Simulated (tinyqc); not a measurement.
Resistance of a source-drain extension with a graded tip: two steps of the calculation.

y runs along the channel, the gate covers y > 0. The doping is N0 for y < y0 and N0 10^(-(y - y0)/la) beyond, uniform over the depth xj. Sheet conductance s(y) = q mu(N) max(N - Nch, 0) xj + (for y > 0) ma Cox Vo, with mu(N) = u0 + (u1 - u0)/(1 + (N/Nr)^au) and Cox = eps0 eox/tox. Current is taken as one-dimensional; depletion of the tip, spreading and the contact are left out. The metallurgical junction lies at yj, where N = Nch.

Values chosen for this exercise; mobility law close to that of electrons in silicon:

| symbol | value | unit | meaning |
|---|---|---|---|
| eox | 3.9 |  | relative permittivity of the gate insulator (close to silicon dioxide) |
| tox | 2.4 | nm | insulator thickness |
| N0 | 9.6e19 | cm^-3 | active doping of the extension far from the gate |
| la | 6.4 | nm/decade | lateral abruptness |
| y0 | 5 | nm | position under the gate where the fall begins (gate edge at 0) |
| xj | 8 | nm | depth of the extension |
| Nch | 4e17 | cm^-3 | channel doping |
| Vo | 0.57 | V | gate overdrive |
| ma | 110 | cm^2/(V s) | mobility of the gate-induced layer |
| u1 | 1414 | cm^2/(V s) | mobility at low doping |
| u0 | 68.5 | cm^2/(V s) | mobility at high doping |
| Nr | 9.2e16 | cm^-3 | reference doping |
| au | 0.711 |  | exponent |
| Lg | 60 | nm | gate length |

Constants: q = 1.602176634e-19 C, eps0 = 8.8541878128e-14 F/cm where lengths are in cm. Results are converted to the units shown.

Problem 1. Sheet resistances and junction position. yj = y0 + la log10(N0/Nch); sheet resistance of the full extension 1/[q mu(N0)(N0 - Nch) xj] and of the gate-induced layer 1/(ma Cox Vo); metallurgical length Lg - 2 yj; ye is where the doped and the gate-induced conductances are equal.

Find: yj; sheet resistance of the extension; sheet resistance of the induced layer; metallurgical length; ye; N at ye.

Solution 1.

yj = 20.23 nm
sheet resistance of the extension = 1046 ohm/square
sheet resistance of the induced layer = 1.108e4 ohm/square
metallurgical length = 19.53 nm
ye = 12.95 nm
N at ye = 5.494e18 cm^-3

The gate takes over 7.28 nm before the junction, where N is still 13.7 times the channel doping.

Problem 2. Resistance of the overlapped part. Midpoint rule on 12 equal steps from 0 to yj: R_ov = sum h/s(y), per width.

Give: y; N; doped conductance; sheet resistance; R_ov.

Solution 2.

```
point  y (nm)  N (cm^-3)  doped conductance (uS)  sheet resistance (ohm/square)
0      0.8431   9.600e19                   956.3                          955.6
1       2.529   9.600e19                   956.3                          955.6
2       4.215   9.600e19                   956.3                          955.6
3       5.901   6.941e19                   712.0                           1247
4       7.588   3.784e19                   416.9                           1972
5       9.274   2.063e19                   250.4                           2936
6       10.96   1.125e19                   154.7                           4084
7       12.65   6.132e18                   97.85                           5317
8       14.33   3.343e18                   62.45                           6550
9       16.02   1.823e18                   38.71                           7757
10      17.70   9.937e17                   21.14                           8981
11      19.39   5.417e17                   6.643                        1.032e4
```

R_ov = 87.74 ohm um

tinyqc, about 0.03 s, one thread, Intel Xeon 2.30GHz (shared host): `OMP_NUM_THREADS=1 python tinyqc.py 2282088 2282089 out.jsonl`
